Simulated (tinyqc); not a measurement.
# Haynes-Shockley experiment: what a collector records, against the lifetime

A sheet injected at x = 0, t = 0 gives at x = L the signal n(t) = N0 exp(-t/tau - (L - v t)^2/(4 D t))/sqrt(4 pi D t), D = mu Vt, v = mu F. Its peak lies at tp = [-D + sqrt(D^2 + u^2 L^2)]/u^2, u^2 = v^2 + 4 D/tau; dt is the full width at half height. Simple readings: mobility L/(F tp), diffusion coefficient (L dt/tp)^2/(16 ln 2 tp). Area v times the integral of n over N0: (v/u) exp(L (v - u)/(2 D)).

Inputs (values chosen for the exercise): temperature T = 300 K; minority-carrier mobility mu = 469 cm^2/(V s); sweep field along the drift F = 59 V/cm; distance from injector to collector L = 480 um.

Constants: q = 1.602176634e-19 C, kB = 1.380649e-23 J/K, Vt = kB T/q. Results are converted to the units shown.

The same in every row: L/v (us) = 1.735.

Result of one run:
```
tau (s)	tp (us)	dt (us)	apparent mobility (cm^2/(V s))	apparent D (cm^2/s)	area	exp(-L/(v tau))
1e-5	1.714	0.5461	474.8	12.31	0.8383	0.8407
```

What becomes of these results when the lifetime tau is changed from 1e-5 to 1e-6 s, all else the same?

Result of the changed run:
```
tau (s)	tp (us)	dt (us)	apparent mobility (cm^2/(V s))	apparent D (cm^2/s)	area	exp(-L/(v tau))
1e-6	1.667	0.5241	487.9	12.31	0.1757	0.1765
```

The whole series:
```
tau (s)	tp (us)	dt (us)	apparent mobility (cm^2/(V s))	apparent D (cm^2/s)	area	exp(-L/(v tau))
2e-7	1.500	0.4467	542.5	12.29	2.705e-4	1.711e-4
5e-7	1.620	0.5019	502.1	12.30	0.03253	0.03114
1e-6	1.667	0.5241	487.9	12.31	0.1757	0.1765
3e-6	1.701	0.5402	478.2	12.31	0.5567	0.5609
6e-6	1.710	0.5444	475.8	12.31	0.7456	0.7489
1e-5	1.714	0.5461	474.8	12.31	0.8383	0.8407
3e-5	1.717	0.5478	473.8	12.31	0.9429	0.9438
7e-5	1.718	0.5483	473.5	12.31	0.9751	0.9755
```

True values: mu = 469 cm^2/(V s), D = 12.1 cm^2/s. The apparent mobility is 16 % above the true one in the first row and 0.96 % above it in the last, and the apparent D 1.4 % above and 1.6 % above D. The peak always comes before L/v, since spreading and decay both weigh down the later part of the signal; the shift is 14 % and 0.95 % in these rows.

Program tinyqc, `OMP_NUM_THREADS=1 python tinyqc.py 2310023 2310024 out.jsonl`; Intel Xeon 2.30GHz, shared host, one thread, about 0.01 s.
